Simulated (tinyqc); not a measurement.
Inside a calculation. Model: tunnelling through a gate dielectric, WKB transmission and Tsu-Esaki current.

tinyqc, about 0.03 s, one thread, Intel Xeon 2.30GHz (shared host): `OMP_NUM_THREADS=1 python tinyqc.py 2540132 2540133 out.jsonl` Printed values are rounded.

Electrons leave the emitter at x = 0. Energies E (motion across the layers) are in eV from the emitter Fermi level; the collector Fermi level lies at -V and offers states at every E. No charge in the dielectric and no image force: F1 = V/t1, U = phi1 - F1 x. With C = hbar^2/(2 m0), kappa = sqrt(m (U - E)/C) where U > E and 0 elsewhere; T(E) = exp(-S), S = 2 times the integral of kappa over x.

Inputs (values chosen for the exercise); dielectric values close to those of aluminium oxide:
- T = 350 K (temperature)
- Ef = 5 eV (Fermi energy of the emitter above its band bottom)
- me = 0.94 m0 (emitter mass in the supply function)
- phi1 = 2.71 eV (barrier of layer 1 above the emitter Fermi level at zero bias)
- m1 = 0.41 m0 (tunnelling mass of layer 1)
- t1 = 3.2 nm (thickness of layer 1)
- V = 1.6 V (voltage across the dielectric)
- E = 0 eV (energy of the electron followed)
- nc = 6 (cells in each layer)
- Ea = -0.9 eV (lower end of the energy grid)
- Eb = 0.35 eV (upper end of the energy grid)
- nE = 9 (points of the energy grid)

Constants: q = 1.602176634e-19 C, kB = 1.380649e-23 J/K, hbar = 1.054571817e-34 J s, m0 = 9.1093837015e-31 kg, Vt = kB T/q, hbar^2/(2 m0) = 0.0380998212 eV nm^2. Results are converted to the units shown.

## Fields and band edges

F1 = V/t1, U = phi1 - F1 x.

F1 = 5 MV/cm
U at x = t1 = 1.11 eV

## WKB exponent by the midpoint rule

Cut each layer into nc equal cells, take U and kappa at the cell centres, and sum S = 2 sum kappa h.

```
cell   x (nm)   U (eV)  kappa (1/nm)
0     0.26667  2.57667       5.26574
1     0.80000  2.31000       4.98582
2     1.33333  2.04333       4.68921
3     1.86667  1.77667       4.37254
4     2.40000  1.51000       4.03106
5     2.93333  1.24333       3.65784
```

S = 28.8024
T(E) = 3.09954e-13

## WKB exponent in closed form

Each layer adds (2/F) sqrt(m/C) [G(u at its left edge) - G(u at its right edge)] to S, with u = U - E (0 where negative) and G(u) = (2/3) u^1.5. The slope follows from 1/d = -dS/dE.

S = 28.7957
T(E) = 3.12014e-13
energy d over which T(E) grows by a factor e = 0.12859 eV

The midpoint rule gives S = 28.802, so its T(E) is 0.66 % below this value. The band edge stays above E through the whole stack: direct tunnelling through a trapezoid.

## Current density on a coarse energy grid

J = J0 times the integral of T(E) N(E) dE, N = ln[(1 + exp(-E/Vt))/(1 + exp((-E - V)/Vt))], J0 = q^2 me m0 kB T/(2 pi^2 hbar^3) (times 1e-4 for A/cm^2 per eV), by Simpson's rule on nE equally spaced points from Ea to Eb.

```
point     E (eV)         T(E)           N       T(E) N
0      -0.900000  5.86199e-16     29.8402  1.74923e-14
1      -0.743750  1.59910e-15     24.6596  3.94331e-14
2      -0.587500  4.50177e-15     19.4790  8.76901e-14
3      -0.431250  1.31220e-14     14.2984  1.87624e-13
4      -0.275000  3.97585e-14     9.11795  3.62516e-13
5      -0.118750  1.25819e-13     3.95656  4.97811e-13
6       0.037500  4.18326e-13    0.253416  1.06010e-13
7       0.193750  1.47225e-12  0.00162095  2.38645e-15
8       0.350000  5.53849e-12  9.12473e-6  5.05372e-17
```

J0 = 4.58808e8 A/(cm^2 eV)
J = 9.65168e-5 A/cm^2

The integrand peaks at E = -0.119 eV among these points. A converged quadrature from -Ef to above the barrier gives 9.506e-5 A/cm^2; this grid is 1.5 % above that.
